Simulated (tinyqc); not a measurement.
Brillouin zone and empty-lattice bands of the hcp structure: one step. Reciprocal lattice. Three cases, with inputs chosen for the exercise.

Task: Give b1, b2, b3, the cell volume, the zone volume (2 pi)^3/V and the energy unit c0 (2 pi/a)^2.

Primitive vectors a1 = a (1,0,0), a2 = a (-1/2, sqrt3/2, 0), a3 = (0,0,c); atoms at 0 and a1/3 + 2 a2/3 + a3/2. Reciprocal vectors obey a_i.b_j = 2 pi delta_ij; k is given in units of 2 pi/a. Empty-lattice levels are c0 (2 pi/a)^2 |k + G|^2, c0 = hbar^2/2m0. Points: M = (1/2, 1/(2 sqrt3), 0), K = (2/3, 0, 0), A = (0, 0, a/2c), L = M + A, H = K + A.

Constants: hbar^2/2m0 = 3.80998211 eV angstrom^2.

Give: b1, b2, b3 as rows; cell volume; zone volume; energy unit.

Case 1.

Values chosen (out of a larger set: lattice near that of Ru; not measured data): a = 2.73 angstrom (lattice constant); ca = 1.595 (c/a).

Result:

b1, b2, b3 as rows (2 pi/a):
```
[[1.0000, 0.5774, 0.0000],
 [0.0000, 1.1547, 0.0000],
 [0.0000, 0.0000, 0.6270]]
```

cell volume = 28.105 angstrom^3
zone volume = 8.8259 1/angstrom^3
energy unit = 20.1817 eV

Case 2.

Values chosen (out of a larger set: lattice near that of Ru; not measured data): a = 2.704 angstrom (lattice constant); ca = 1.582 (c/a).

Result:

b1, b2, b3 as rows (2 pi/a):
```
[[1.0000, 0.5774, 0.0000],
 [0.0000, 1.1547, 0.0000],
 [0.0000, 0.0000, 0.6321]]
```

cell volume = 27.087 angstrom^3
zone volume = 9.1576 1/angstrom^3
energy unit = 20.5717 eV

Case 3.

Values chosen (out of a larger set: lattice near that of Zn; not measured data): a = 2.666 angstrom (lattice constant); ca = 1.846 (c/a).

Result:

b1, b2, b3 as rows (2 pi/a):
```
[[1.0000, 0.5774, 0.0000],
 [0.0000, 1.1547, 0.0000],
 [0.0000, 0.0000, 0.5417]]
```

cell volume = 30.293 angstrom^3
zone volume = 8.1884 1/angstrom^3
energy unit = 21.1623 eV

Computed by tinyqc, one run a case: `OMP_NUM_THREADS=1 python tinyqc.py N N+1 out.jsonl` with N = 1851228, 1880264, 1881016; one thread of a shared Intel(R) Xeon(R) Processor @ 2.30GHz, about 0.02 s a run at most.
